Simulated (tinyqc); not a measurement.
Inverse iteration on a symmetric matrix, step by step. Computed by tinyqc, a small Python program that keeps every step. Settings: method = inverse, shift = -0.43. Command: `OMP_NUM_THREADS=1 python tinyqc.py 21092 21093 out.jsonl` (the two numbers bound the seeds that draw the settings). One thread of a shared host (Intel(R) Xeon(R) Processor @ 2.60GHz), about 0.01 s of CPU time with the checks.

A, lower triangle:
```
           1          2          3          4          5         6
1   0.321000
2  -0.004000   0.774000
3  -0.022000   0.126000   0.872000
4   0.431000   0.357000  -0.160000   1.664000
5   0.020000  -0.237000   0.841000   0.025000   1.782000
6   0.143000  -0.417000  -0.453000  -0.771000  -0.598000  2.001000
```

Stop when the residual |A v - lambda v| is below 1e-9.

Steps:
```
step      lambda  residual
1     0.77390202  3.05e-01
2     0.67413896  2.31e-01
3     0.52771007  2.87e-01
4     0.29952733  2.92e-01
5     0.14410978  1.87e-01
6     0.09306380  9.49e-02
7     0.08062206  4.54e-02
8     0.07775375  2.18e-02
9     0.07706269  1.08e-02
10    0.07687379  5.84e-03
11    0.07681009  3.52e-03
12    0.07678301  2.37e-03
13    0.07676939  1.71e-03
14    0.07676191  1.27e-03
15    0.07675765  9.66e-04
16    0.07675518  7.36e-04
17    0.07675374  5.61e-04
18    0.07675290  4.29e-04
19    0.07675241  3.28e-04
20    0.07675213  2.50e-04
21    0.07675196  1.91e-04
22    0.07675186  1.46e-04
23    0.07675181  1.12e-04
24    0.07675177  8.54e-05
25    0.07675176  6.53e-05
26    0.07675174  4.99e-05
27    0.07675174  3.81e-05
28    0.07675173  2.91e-05
29    0.07675173  2.23e-05
30    0.07675173  1.70e-05
```

Can the last value be used, and what does the course show?

Not by the stop rule, although the second column moves by less than 1e-07 over the last three steps. Not converged in 30 steps: the residual falls only by the ratio of the two smallest distances of eigenvalues from the shift, 0.76 a step. all eigenvalues, for comparison: 0.076752  0.233105  0.657470  1.120796  2.203447  3.122430.
